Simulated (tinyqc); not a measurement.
One point for the whole zone: special k points of the square lattice.

Lattice vectors in units of a: a1 = (1, 0), a2 = (0, 1); reciprocal vectors b_i with a_i . b_j = 2 pi delta_ij. Mesh: k = sum_i f_i b_i with f_i = (2 j_i + shift)/(2 N), j_i = 0 .. N-1. The point group of the lattice has 8 operations; only those that map the mesh onto itself are used.

A_m(k) = sum over the m-th star of lattice vectors R of cos(k . R), stars in order of length: m = 1: |R|^2 = 1, 4 vectors, such as (1, 0) in the basis a_i; m = 2: |R|^2 = 2, 4 vectors, such as (1, 1) in the basis a_i; m = 3: |R|^2 = 4, 4 vectors, such as (2, 0) in the basis a_i; m = 4: |R|^2 = 5, 8 vectors, such as (2, 1) in the basis a_i; m = 5: |R|^2 = 8, 4 vectors, such as (2, 2) in the basis a_i; m = 6: |R|^2 = 9, 4 vectors, such as (3, 0) in the basis a_i. The zone mean of every A_m is zero.

Test function, the lower band of a two-band insulator: E(k) = -sqrt(D^2 + (e0 - t A_1(k))^2).
Inputs chosen for the exercise: D = 2.47 eV (half gap term); t = 1.09 eV (coupling); e0 = 2.38 eV (offset).

The mean-value (Baldereschi) point is taken at k = (2 pi/a) (0.25, 0.25), that is f = (0.25, 0.25); the reference is the mesh with N = 96.

Single points:
```
point                    A_1     A_2     A_3    A_4   E (eV)
Gamma                  4.000   4.000   4.000  8.000  -3.1656
mean-value point       0.000   0.000  -4.000  0.000  -3.4301
zone-face centre b1/2  0.000  -4.000   4.000  0.000  -3.4301
```

reference mean = -3.8513 eV

What can be read from this table?

The mean-value point makes A_1, A_2 and A_4 vanish. Its error is +421 meV, against +686 meV at Gamma and +421 meV at b1/2. E is not linear in A_1; its powers hold sums of nearest vectors and a non-zero mean, so this point is not exact. A_1 has the same value at b1/2, and E depends on A_1 alone, so this test cannot tell the two points apart.

Computed by tinyqc, a small Python program: `OMP_NUM_THREADS=1 python tinyqc.py 1651595 1651596 out.jsonl` (the numbers bound the seed that draws the inputs); one thread of a shared host (Intel(R) Xeon(R) Processor @ 2.30GHz), about 0.08 s for the whole set of steps.
